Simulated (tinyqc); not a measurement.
# Admittance spectroscopy of a deep trap: what changes with what

Schottky contact on an n-type layer with shallow donors Nd (all ionised) and a donor-like deep trap, neutral when filled and positive when empty; depletion approximation. Traps within lam of the depletion edge stay filled. The traps at xt = W - lam, where the level crosses the Fermi level, follow a slow signal and not a fast one. w = 2 pi f.

Parameters, values chosen for the exercise; material values close to those of gallium nitride: relative permittivity eps_r = 9.49; conduction-band density of states at 300 K Nc = 2.33e18 cm^-3; thermal velocity at 300 K vth = 2.6e7 cm/s; shallow donor density Nd = 6.2e16 cm^-3; built-in voltage Vbi = 0.96 V; depth of the trap below the conduction edge Et = 0.21 eV; capture cross-section sn = 7e-17 cm^2; trap density Nt = 9.9e15 cm^-3; reverse bias Vr = 0 V; temperature T = 245 K.

Constants: q = 1.602176634e-19 C, kB = 1.380649e-23 J/K, eps0 = 8.8541878128e-14 F/cm where lengths are in cm. Results are converted to the units shown.

Each table varies one quantity; the others keep the values above.

## Effect of the bias

Emission rate en = sn vth(T) Nc(T) exp(-Et/kB T) = sn g T^2 exp(-Et/kB T), g = vth Nc/(300 K)^2, as vth goes as T^0.5 and Nc as T^1.5 (degeneracy factor 1). lam = sqrt(2 eps0 eps_r (EF - ET)/(q Nd)), EF - ET = Et - (kB T/q) ln(Nc(T)/Nd), Nc(T) = Nc (T/300 K)^1.5. In the steady state at the band bending V, 2 eps0 eps_r V/q = Nd W^2 + Nt (W - lam)^2 (the second term only if W > lam). V = Vbi + Vr. C_HF = eps0 eps_r/W, C_LF = eps0 eps_r (Nd + Nt)/(Nd W + Nt xt). Inflection frequency w0 = 2 en [1 + Nt xt/(Nd W)]; C = C_HF + (C_LF - C_HF)/(1 + (w/w0)^2), G/w = (C_LF - C_HF)(w/w0)/(1 + (w/w0)^2).

Results:
```
Vr (V)  W (nm)    xt/W  C_HF (nF/cm^2)  step (nF/cm^2)  step (% of C_HF)
0        123.8  0.6072           67.85           3.879             5.717
0.9      170.6  0.7148           49.26           2.013             4.087
1.7      203.0  0.7604           41.40           1.413             3.412
2.6      234.0  0.7921           35.91           1.058             2.947
3.4      258.3  0.8117           32.53          0.8657             2.661
4.3      283.2  0.8282           29.67          0.7187             2.422
6        324.9  0.8503           25.86          0.5443             2.105
```

Estimate the missing row, Vr = 5.1 V.

Computed row:
```
Vr (V)  W (nm)    xt/W  C_HF (nF/cm^2)  step (nF/cm^2)  step (% of C_HF)
5.1      303.6  0.8398           27.68          0.6245             2.256
```

With this row back in the table: xt/W rises from 0.607 to 0.850 since lam stays at 48.6 nm, and the relative step falls from 5.72 to 2.10 %: the nearer xt lies to W in proportion, the less the traps add.

## Admittance against frequency

Same model as above.

V = Vbi + Vr.

Admittance against frequency:
```
f (Hz)  C (nF/cm^2)  G/w (nF/cm^2)
1400          71.72         0.1147
3300          71.71         0.2694
7900          71.62         0.6304
19000         71.19          1.342
44000         69.93          1.934
1.1e5         68.45          1.407
2.5e5         67.98         0.7083
5.9e5         67.87         0.3089
1.4e6         67.85         0.1309
```

What does the table show?

C falls from 71.7 to 67.9 nF/cm^2, between C_LF = 71.7 and C_HF = 67.8, and G/w goes from 0.115 through a maximum of 1.93 (at f = 44000 Hz among the rows listed) to 0.131 nF/cm^2. The exact peak is half of the step, 1.94 nF/cm^2, at 47300 Hz.

Numbers from tinyqc (`OMP_NUM_THREADS=1 python tinyqc.py 2050144 2050145 out.jsonl`; about 0.01 s on one thread of a shared Intel Xeon 2.30GHz).
